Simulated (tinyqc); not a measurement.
Double-gate transistor, scale length and short-channel effects: one step of the calculation.

A body of thickness ts between two insulators of thickness ti and two tied gates. Below threshold the potential that source and drain add obeys Laplace's equation and vanishes on the gate. Its lowest mode decays along the channel as exp(-k y); k is the smallest positive root of the matching condition at the interface, and the scale length is Lambda = pi/k.

Question. Decay constant by Newton steps. f(k) = ei cos(k ti) cos(k ts/2) - eps_r sin(k ti) sin(k ts/2); f' by a central difference with +/- 1e-5 1/nm; k(new) = k - f/f'.

Inputs (values chosen for the exercise); permittivities: semiconductor made up, insulator close to that of silicon nitride:
- eps_r = 11.7 (relative permittivity of the semiconductor)
- ei = 7.27 (relative permittivity of the insulator)
- ti = 4.1 nm (insulator thickness)
- ts = 9.9 nm (body thickness)

k at the start = 0.16625000 1/nm

Find: f; f'; k after iteration 1.

Answer.

f = -1.565
f' = -85.39 nm
k after iteration 1 = 0.1479 1/nm

Program tinyqc, `OMP_NUM_THREADS=1 python tinyqc.py 2420156 2420157 out.jsonl`; Intel Xeon 2.30GHz, shared host, one thread, about 0.01 s.
